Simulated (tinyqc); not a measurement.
Inside a calculation. Model: floating body of a partially depleted SOI transistor: body voltage and kink.

Computed by the program tinyqc: `OMP_NUM_THREADS=1 python tinyqc.py 2182110 2182111 out.jsonl`, one thread of a shared Intel Xeon 2.30GHz, about 0.2 s for the whole run. Printed values are rounded.

Source at 0 V. Channel current Ic = 2 nf K Vt^2 [F(0) - F(Vd)](1 + la Vd), F(V) = ln^2(1 + exp((Vg - VT - nf V)/(2 nf Vt))), VT = VT0 - gb Vb. Saturation voltage Vs = 2 Vt sqrt(F(0)) + 3 Vt, excess Ve = (Vd - Vs + sqrt((Vd - Vs)^2 + 0.0004 V^2))/2, multiplication M1 = Ai Ve exp(-Bl/Ve). Each junction passes D(v) = J1 (exp(v/Vt) - 1) + J2 (exp(v/(2 Vt)) - 1). Bipolar current Ib = bb J1 (exp(Vb/Vt) - 1). The body settles where M1 (Ic + Ib) = D(Vb) + D(Vb - Vd) + Vb/Rb; drain current Id = (1 + M1)(Ic + Ib) - D(Vb - Vd).

Parameters, values chosen for the exercise; values of the order met in partially depleted silicon-on-insulator transistors: temperature T = 398 K; threshold at zero body voltage VT0 = 0.44 V; fall of the threshold per volt of body voltage gb = 0.17; slope factor nf = 1.23; gain factor per width K = 250 uA/(V^2 um); channel-length modulation factor la = 0.09 1/V; impact-ionisation prefactor Ai = 1.29 1/V; impact-ionisation voltage Bl = 7.8 V; diffusion saturation current of each junction J1 = 3.6e-10 uA/um; recombination saturation current of each junction J2 = 6.5e-7 uA/um; gain of the lateral bipolar transistor on the diffusion current bb = 3; resistance of a weak body tie to the source (1e9 stands for no tie, and the term is then dropped) Rb = 1e9 kohm um; gate voltage Vg = 0.54 V; drain voltage Vd = 1 V.

Constants: q = 1.602176634e-19 C, kB = 1.380649e-23 J/K, Vt = kB T/q. Results are converted to the units shown.

Range of the model: The multiplication law is an empirical form chosen for the exercise; self-heating and capacitive coupling to the body are left out, and the linear laws are rough once Vb passes about 0.7 V or M1 about 0.1.

## Starting value

Vb = 0.45 V.

Vb at the start = 0.45 V

## Iteration 1: new Vb

Current into the body I_in = M1 (Ic + Ib) - D(Vb - Vd), current out I_out = D(Vb) + Vb/Rb; f = ln(I_in/I_out), s = df/dVb by central differences over 1e-5 V, Vb(new) = Vb - f/s.

Ic = 3.84551 uA/um
Ve = 0.745763 V
M1 = 2.75973e-5
I_in = 1.06791e-4 uA/um
I_out = 6.38282e-4 uA/um
f = -1.78791
s = -18.9580 1/V
Vb after iteration 1 = 0.355691 V

## Iteration 2: new Vb

As before.

Ic = 3.28496 uA/um
Ve = 0.757236 V
M1 = 3.28336e-5
I_in = 1.08508e-4 uA/um
I_out = 1.26966e-4 uA/um
f = -0.157091
s = -16.0483 1/V
Vb after iteration 2 = 0.345902 V

## Course of the iteration

Stop when the step is below 1e-10 V, or after 40 iterations.

Course of the iteration:
```
iteration,Vb before the step (V),step (V)
1,0.45,-0.0943
2,0.355691,-9.79e-3
3,0.345902,-5.28e-5
4,0.345850,-1.41e-9
5,0.345850,< 1e-14
```

Converged in 5 iterations.

## Drain current with floating and with grounded body

converged Vb = 0.345850 V

Id and VT at the converged Vb, Id at Vb = 0, their ratio, and the bipolar share Ib/(Ic + Ib).

VT = 0.381206 V
Id, floating = 3.22986 uA/um
Id, grounded = 1.66246 uA/um
ratio = 1.94282
bipolar share = 8.01028e-4 %

The body rises to 0.346 V and lowers the threshold by 58.8 mV.
